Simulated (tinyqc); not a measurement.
Minigaps against first-order theory: band folding and unfolding in a supercell of a chain.

A chain with hopping -t and n = 4 sites a supercell. H(K) has v_j on the diagonal, -t between neighbours and -t exp(2 pi i K) on the bond that closes the cell (from the last site to the first of the next cell). The point K holds the n wave vectors k_m = (K + m)/n of the primitive zone, in 2 pi/a, m = 0 to n - 1, with E0 = -2t cos(2 pi k_m). The unfolding weight of a state c on k_m is |sum_j c_j exp(-2 pi i k_m j)|^2/n, j = 0 to n - 1.

Values chosen for the exercise: t = 0.67 eV (hopping); v = (0.174, 0, -0.174, 0) eV (site energies in the supercell).

Gap i lies between minibands i and i + 1, at K = 1/2 for odd i and K = 0 for even i, where k = +/- i/(2n) are degenerate; first order gives 2|V_i|, the Fourier component V_q = (1/n) sum_j v_j exp(-2 pi i q j/n) for q equal to the number of the gap. Computed for the potential at full and at half strength.

Gaps (eV):
```
i,E0 at the crossing,2|V_i|,gap,gap at half strength
1,-0.9475,0.1740,0.1740,0.0870
2,0.0000,0.0000,0.0000,0.0000
3,0.9475,0.1740,0.1740,0.0870
```

Halving the potential about halves gaps 1 and 3, the scaling of first order. For i = 2 no gap opens at the printed digits. The largest miss of first order is 0 meV, at i = 1, 2 and 3; the potential spans 0.52 t.

(tinyqc, `OMP_NUM_THREADS=1 python tinyqc.py 1451453 1451454 out.jsonl`, Intel(R) Xeon(R) Processor @ 2.30GHz, 1 thread, shared host, about 0.01 s.)
